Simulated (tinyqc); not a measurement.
p-n diode with diffusion and depletion-layer recombination: two steps of the calculation.

Abrupt junction in the depletion approximation, low injection, full ionisation, neutral widths fixed, ohmic contact on the p side. Vj is the junction voltage; where a series resistance Rs is given, V = Vj + J Rs is the terminal voltage.

Parameters, values chosen for the exercise; band and dielectric values close to those of 4H silicon carbide:
```
symbol    value      unit                                               meaning
T           325         K                                           temperature
Eg         3.25        eV                                              band gap
eps_r      9.76                                           relative permittivity
Nc      1.93e19     cm^-3                conduction-band density of states at T
Nv      2.82e19     cm^-3                   valence-band density of states at T
Na       9.2e17     cm^-3                                      acceptor density
Nd       3.4e16     cm^-3                                         donor density
tn         5e-8         s                                     electron lifetime
tp         7e-6         s                                         hole lifetime
Rs       0.0099  ohm cm^2                                     series resistance
Et            0        eV                  trap level above the intrinsic level
Vj         1.97         V  junction voltage at which recombination is evaluated
V           2.8         V                                      terminal voltage
```

Constants: q = 1.602176634e-19 C, kB = 1.380649e-23 J/K, Vt = kB T/q, eps0 = 8.8541878128e-14 F/cm where lengths are in cm. Results are converted to the units shown.

Question 1. Recombination in the depleted layer. ni = sqrt(Nc Nv) exp(-Eg/(2 Vt)), Eg in volts. Vbi = Vt ln(Na Nd/ni^2), W = sqrt(2 eps0 eps_r (Vbi - Vj)(1/Na + 1/Nd)/q), xp = W Nd/(Na + Nd), xn = W Na/(Na + Nd); u(x) = q Na (x + xp)^2/(2 eps0 eps_r) for x < 0 and Vbi - Vj - q Nd (xn - x)^2/(2 eps0 eps_r) for x > 0; p = Na exp(-u/Vt), n = Nd exp((u - Vbi + Vj)/Vt); U = ni^2 (exp(Vj/Vt) - 1)/(tp (n + ni exp(Et/Vt)) + tn (p + ni exp(-Et/Vt))); J_scr = q times the integral of U from -xp to xn. Trapezoid rule on 12 equal steps.

Find: W; x; u; n; p; U; J_scr.

Answer 1.

W = 182.0 nm

| point | x (nm) | u (V) | n (cm^-3) | p (cm^-3) | U (cm^-3 s^-1) |
|---|---|---|---|---|---|
| 0 | -6.5 | 0.000 | 8.376 | 9.200e17 | 1.675e8 |
| 1 | 8.7 | 0.130 | 853.8 | 9.026e15 | 1.708e10 |
| 2 | 23.8 | 0.282 | 1.958e5 | 3.937e13 | 3.915e12 |
| 3 | 39.0 | 0.419 | 2.675e7 | 2.881e11 | 5.281e14 |
| 4 | 54.2 | 0.543 | 2.178e9 | 3.538e9 | 4.997e14 |
| 5 | 69.3 | 0.651 | 1.057e11 | 7.292e7 | 1.042e13 |
| 6 | 84.5 | 0.746 | 3.056e12 | 2.522e6 | 3.602e11 |
| 7 | 99.7 | 0.825 | 5.267e13 | 1.463e5 | 2.090e10 |
| 8 | 114.8 | 0.891 | 5.409e14 | 1.425e4 | 2.035e9 |
| 9 | 130.0 | 0.941 | 3.311e15 | 2328 | 3.325e8 |
| 10 | 145.2 | 0.978 | 1.208e16 | 638.2 | 9.117e7 |
| 11 | 160.3 | 0.999 | 2.625e16 | 293.6 | 4.194e7 |
| 12 | 175.5 | 1.007 | 3.400e16 | 226.6 | 3.238e7 |

J_scr = 2.533e-10 A/cm^2

Question 2. New Vj. Diffusion current alone: J = J0 (exp(Vj/Vt) - 1), g = Vj + J Rs - V, g' = 1 + Rs J0 exp(Vj/Vt)/Vt, Vj(new) = Vj - g/g'.

Vj at the start = 1.4 V
J0 = J0n + J0p = 9.1924237e-44 A/cm^2

Find: J; g; g'; Vj after iteration 1.

Answer 2.

J = 4.712e-22 A/cm^2
g = -1.400 V
g' = 1.000
Vj after iteration 1 = 2.800 V

tinyqc, about 0.01 s, one thread, Intel Xeon 2.30GHz (shared host): `OMP_NUM_THREADS=1 python tinyqc.py 2260108 2260109 out.jsonl`
